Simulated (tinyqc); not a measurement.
# Random telegraph noise from one oxide trap in a small MOSFET: effects of single changes

An acceptor-like trap exchanges electrons with the channel. Inversion charge Q = Cox u, u = n Vt W0(exp((Vg - VT)/(n Vt))), W0 the Lambert function, n = nf, Cox = eps0 eox/tox; linear regime Id = (W/L) mu Q Vd. Relative to threshold the surface potential rises by Vt ln(u/u0) and the oxide voltage by the rest of Vg - VT, with u0 = n Vt W0(1).

Parameters, values chosen for the exercise; values of the order met in silicon transistors: temperature T = 300 K; relative permittivity of the gate insulator (close to silicon dioxide) eox = 3.9; insulator thickness tox = 2.6 nm; depth of the trap from the channel interface xt = 0.37 nm; trap level above the channel Fermi level at threshold E0 = 0.12 eV; capture prefactor s0 = 5e-16 cm^2; capture barrier (lattice relaxation) EB = 0.31 eV; tunnelling decay length lt = 0.18 nm; thermal velocity vth = 1.4e7 cm/s; thickness of the inversion layer zi = 2.5 nm; threshold voltage VT = 0.4 V; body factor nf = 1.27; gate width W = 32 nm; gate length L = 22 nm; mobility mu = 150 cm^2/(V s); scattering coefficient of the charged trap asc = 0 V s; drain voltage Vd = 0.02 V; gate voltage Vg = 0.72 V.

Constants: q = 1.602176634e-19 C, kB = 1.380649e-23 J/K, Vt = kB T/q, eps0 = 8.8541878128e-14 F/cm where lengths are in cm. Results are converted to the units shown.

Each table varies one quantity; the others keep the values above.

## Time constants and noise against gate voltage

N = Cox u/q; dpsi = Vt ln(u/u0); E = E0 - dpsi - (xt/tox)(Vg - VT - dpsi); capture time tc = 1/[(N/zi) vth s0 exp(-xt/lt - EB/Vt)]; emission time te = tc exp(-E/Vt); occupancy te/(tc + te). A = W L; threshold step dV = q (1 - xt/tox)/(Cox A); gm/Id = 1/(u + n Vt); relative step dI/I = (gm/Id) dV + asc mu/A. fc = (1/tc + 1/te)/(2 pi); rms = (dI/I) sqrt(tc te)/(tc + te).

Time constants and noise against gate voltage:
```
Vg (V),E (eV),tc (s),te (s),occupancy,dI/I (%),fc (Hz),rms dI/I (%)
0.56,0.05629,4.602e-5,5.215e-6,0.1018,9.744,3.397e4,2.946
0.62,0.04010,3.258e-5,6.909e-6,0.1749,7.367,2.792e4,2.799
0.68,0.02562,2.492e-5,9.253e-6,0.2707,5.862,2.359e4,2.605
0.74,0.01226,2.006e-5,1.248e-5,0.3836,4.841,2.069e4,2.354
0.8,-3.119e-4,1.672e-5,1.692e-5,0.5030,4.110,1.892e4,2.055
0.86,-0.01231,1.430e-5,2.303e-5,0.6169,3.563,1.804e4,1.732
0.92,-0.02388,1.248e-5,3.142e-5,0.7158,3.140,1.782e4,1.417
0.98,-0.03510,1.106e-5,4.298e-5,0.7954,2.805,1.810e4,1.131
1.04,-0.04605,9.916e-6,5.888e-5,0.8559,2.532,1.875e4,0.8893
```

tc falls from 4.60e-5 to 9.92e-6 s as the channel fills and te rises from 5.22e-6 to 5.89e-5 s; they are equal at Vg = 0.798 V, where E = 0. The rms noise falls from 2.95 to 0.889 %. The slope -Vt d ln(tc/te)/dVg is 0.270 between the first two rows and 0.182 between the last two; it tends to xt/tox = 0.142 only when the surface potential stops moving.

## Effect of the capture barrier

Same model as above.

The same in every row: E (eV) = 0.01661; occupancy = 0.3447; dI/I (%) = 5.143; rms dI/I (%) = 2.444.

Effect of the capture barrier:
```
EB (eV),tc (s),te (s),fc (Hz)
0.1,6.366e-9,3.348e-9,7.253e7
0.2,3.047e-7,1.602e-7,1.516e6
0.3,1.458e-5,7.668e-6,3.167e4
0.4,6.977e-4,3.669e-4,661.8
0.5,0.03339,0.01756,13.83
0.6,1.598,0.8403,0.2890
0.7,76.46,40.21,0.006039
```

Read the table: what changes, and by how much?

As EB goes from 0.1 to 0.7, tc rises from 6.37e-9 to 76.5 s, te rises from 3.35e-9 to 40.2 s and dI/I stays at 5.14 %. The barrier scales both times alike and leaves the occupancy unchanged.

Range of the model: VT is taken as given; short-channel effects and the uneven flow of current among few electrons are left out.

Program tinyqc, `OMP_NUM_THREADS=1 python tinyqc.py 2710020 2710021 out.jsonl`; Intel Xeon 2.30GHz, shared host, one thread, about 0.01 s.
